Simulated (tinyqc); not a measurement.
Length of a molecular wire: coherent transport through a tight-binding bridge. Computed by the program tinyqc. Command: `OMP_NUM_THREADS=1 python tinyqc.py 112394 112395 out.jsonl`; one thread of a shared host (Intel(R) Xeon(R) Processor @ 2.60GHz), about 1 s.

A uniform bridge between two chains:
```
parameter,value
site energy (eV),0.920000
hopping in the bridge (eV),1.400000
lead hopping (eV),2.770000
couplings (eV),"0.67, 0.41"
E (eV),-0.180000
```

T = Gamma_L Gamma_R |G_1n|^2 with the self-energies of semi-infinite chains.

Transmission against length:
```
sites,T,ln T
2,1.1865e-01,-2.1316
3,1.6874e-02,-4.0820
4,8.1991e-02,-2.5011
5,3.7824e-02,-3.2748
6,1.8583e-02,-3.9855
7,5.8098e-01,-0.5430
8,2.1565e-02,-3.8367
9,2.7227e-02,-3.6035
10,1.8480e-01,-1.6885
```

E lies inside the band of the bridge (|E - e|/2h = 0.393 < 1): T does not decay but oscillates with length, between 0.017 and 0.581 here, as levels of the bridge pass E.
